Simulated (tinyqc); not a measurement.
Hueckel theory of the pi electrons with the omega technique, for the molecule C=CC(=C)C(=N)Cl (SMILES; centres numbered as the heavy atoms are written), step by step. Computed by tinyqc, a small Python program that keeps every step. Settings: charge = 0, omega = 1.0, damping = 0.3. Command: `OMP_NUM_THREADS=1 python tinyqc.py 31467 31468 out.jsonl` (the two numbers bound the seeds that draw the settings). One thread of a shared host (Intel(R) Xeon(R) Processor @ 2.60GHz), about 0.01 s of CPU time with the checks.

## The Hueckel matrix

Centres:
```
centre,"z_r, pi electrons of the neutral centre",h
1C,1,0.0000
2C,1,0.0000
3C,1,0.0000
4C,1,0.0000
5C,1,0.0000
6N,1,0.5000
7Cl,2,2.0000
```

Bonds:
```
i,j,k
1,2,1
2,3,1
3,4,1
3,5,1
5,6,1
5,7,0.4000
```

H_rr = alpha + h_r beta, H_rs = k_rs beta for bonded centres.

Hueckel matrix in units of beta (H = alpha + beta A), lower triangle:
```
,1C,2C,3C,4C,5C,6N,7Cl
1C,0.0000
2C,1.0000,0.0000
3C,0.0000,1.0000,0.0000
4C,0.0000,0.0000,1.0000,0.0000
5C,0.0000,0.0000,1.0000,0.0000,0.0000
6N,0.0000,0.0000,0.0000,0.0000,1.0000,0.5000
7Cl,0.0000,0.0000,0.0000,0.0000,0.4000,0.0000,2.0000
```

## Orbitals, round 1

pi electrons, sum of z_r less the charge = 8

Diagonalise; E = alpha + x beta with beta < 0, so the largest x are filled first; degenerate levels share their electrons. P = sum n_i c_ri c_si; each orbital has its largest coefficient positive (the first on a tie).

x values: 2.2064  1.8276  1.1322  0.6026  -0.4269  -0.9228  -1.9191

occupations: 2.0000  2.0000  2.0000  2.0000  0.0000  0.0000  0.0000

coefficients:
```
,MO1,MO2,MO3,MO4,MO5,MO6,MO7
1C,0.0875,-0.2185,-0.3889,-0.5452,0.3458,0.5660,0.2370
2C,0.1930,-0.3993,-0.4403,-0.3286,-0.1476,-0.5223,-0.4549
3C,0.3385,-0.5113,-0.1096,0.3473,-0.2828,-0.0840,0.6359
4C,0.1534,-0.2798,-0.0968,0.5763,0.6623,0.0911,-0.3314
5C,0.4003,-0.2553,0.4130,-0.0385,-0.3939,0.5088,-0.4341
6N,0.2346,-0.1923,0.6533,-0.3748,0.4250,-0.3576,0.1795
7Cl,0.7757,0.5924,-0.1904,0.0110,0.0649,-0.0696,0.0443
```

charge and bond-order matrix P, lower triangle:
```
,1C,2C,3C,4C,5C,6N,7Cl
1C,1.0078
2C,0.9090,0.9970
3C,-0.0108,0.4073,1.0171
4C,-0.4040,-0.0108,0.8113,0.8865
5C,-0.0976,0.0201,0.4149,0.1414,0.7950
6N,0.0258,-0.0847,-0.0480,-0.3789,0.8545,1.3186
7Cl,0.0129,-0.0132,-0.0313,-0.0440,0.1605,-0.1209,1.9779
```

## Omega technique, round 1

h_r = h_r(0) + omega q_r, omega = 1, with q_r = z_r - P_rr; 0.3 of the old diagonal is kept.

matrix after round 1, lower triangle:
```
,1C,2C,3C,4C,5C,6N,7Cl
1C,-0.0055
2C,1.0000,0.0021
3C,0.0000,1.0000,-0.0120
4C,0.0000,0.0000,1.0000,0.0795
5C,0.0000,0.0000,1.0000,0.0000,0.1435
6N,0.0000,0.0000,0.0000,0.0000,1.0000,0.2770
7Cl,0.0000,0.0000,0.0000,0.0000,0.4000,0.0000,2.0154
```

## Orbitals, round 2

As before.

x values: 2.2290  1.8388  1.0755  0.5963  -0.4224  -0.9201  -1.8971

occupations: 2.0000  2.0000  2.0000  2.0000  0.0000  0.0000  0.0000

coefficients:
```
,MO1,MO2,MO3,MO4,MO5,MO6,MO7
1C,0.0856,-0.2150,-0.4322,-0.4999,0.3794,0.5524,0.2463
2C,0.1914,-0.3965,-0.4672,-0.3008,-0.1582,-0.5053,-0.4659
3C,0.3405,-0.5133,-0.0693,0.3211,-0.3122,-0.0864,0.6385
4C,0.1584,-0.2917,-0.0695,0.6213,0.6222,0.0865,-0.3231
5C,0.4133,-0.2617,0.4614,-0.1252,-0.3359,0.4973,-0.4147
6N,0.2117,-0.1676,0.5778,-0.3919,0.4802,-0.4155,0.1908
7Cl,0.7742,0.5928,-0.1963,0.0353,0.0551,-0.0678,0.0424
```

charge and bond-order matrix P, lower triangle:
```
,1C,2C,3C,4C,5C,6N,7Cl
1C,0.9804
2C,0.9078,1.0052
3C,0.0179,0.4089,0.9746
4C,-0.4085,-0.0168,0.8160,1.0021
5C,-0.0904,0.0099,0.4059,0.0640,0.9357
6N,0.0007,-0.0902,-0.0155,-0.4025,0.8940,1.1208
7Cl,0.0122,-0.0115,-0.0314,-0.0295,0.1396,-0.1254,1.9811
```

## Omega technique, round 2

As before.

matrix after round 2, lower triangle:
```
,1C,2C,3C,4C,5C,6N,7Cl
1C,0.0121
2C,1.0000,-0.0030
3C,0.0000,1.0000,0.0142
4C,0.0000,0.0000,1.0000,0.0224
5C,0.0000,0.0000,1.0000,0.0000,0.0880
6N,0.0000,0.0000,0.0000,0.0000,1.0000,0.3486
7Cl,0.0000,0.0000,0.0000,0.0000,0.4000,0.0000,2.0178
```

## Convergence

Each round sets h_r = h_r(0) + omega (z_r - P_rr), keeping the share named as damping of the old diagonal; repeat until output and input diagonals agree to 1e-6.

Rounds:
```
round,sum n x,largest |h(out) - h(in)|
1,11.5376,3.19e-01
2,11.4792,1.02e-01
3,11.4997,4.91e-02
4,11.4913,2.78e-02
5,11.4956,1.55e-02
6,11.4935,8.68e-03
7,11.4946,4.84e-03
8,11.4940,2.71e-03
9,11.4943,1.51e-03
10,11.4941,8.47e-04
11,11.4942,4.74e-04
12,11.4942,2.65e-04
13,11.4942,1.49e-04
14,11.4942,8.31e-05
15,11.4942,4.65e-05
16,11.4942,2.61e-05
17,11.4942,1.46e-05
18,11.4942,8.17e-06
19,11.4942,4.57e-06
20,11.4942,2.56e-06
21,11.4942,1.43e-06
22,11.4942,8.02e-07
```

Converged in 22 rounds.

## Energy, charges, bond orders

final x values: 2.2276  1.8405  1.0849  0.5941  -0.4277  -0.9201  -1.8993

occupations: 2.0000  2.0000  2.0000  2.0000  0.0000  0.0000  0.0000

final P, lower triangle:
```
,1C,2C,3C,4C,5C,6N,7Cl
1C,0.9963
2C,0.9083,0.9988
3C,0.0047,0.4083,0.9955
4C,-0.4076,-0.0118,0.8153,0.9558
5C,-0.0925,0.0119,0.4083,0.0839,0.8985
6N,0.0112,-0.0889,-0.0281,-0.3986,0.8868,1.1747
7Cl,0.0125,-0.0118,-0.0316,-0.0330,0.1445,-0.1241,1.9805
```

E = sum n x; q_r = z_r - P_rr; bond order p = P_rs; free valence = sqrt(3) - sum of p over the bonds of the atom.

pi energy = 8 alpha + this times beta = 11.4942

pi charges: 1C 0.0037, 2C 0.0012, 3C 0.0045, 4C 0.0442, 5C 0.1015, 6N -0.1747, 7Cl 0.0195

Bond orders and lengths from R = 1.517 - 0.180 p (angstrom, C-C alone):
```
bond,p,R
1-2,0.9083,1.3535
2-3,0.4083,1.4435
3-4,0.8153,1.3702
3-5,0.4083,1.4435
5-6,0.8868,-
5-7,0.1445,-
```

free valence of the carbons: 1C 0.8238, 2C 0.4155, 3C 0.1001, 4C 0.9167, 5C 0.2925

gap between the highest filled and the next level = 1.0218 |beta|
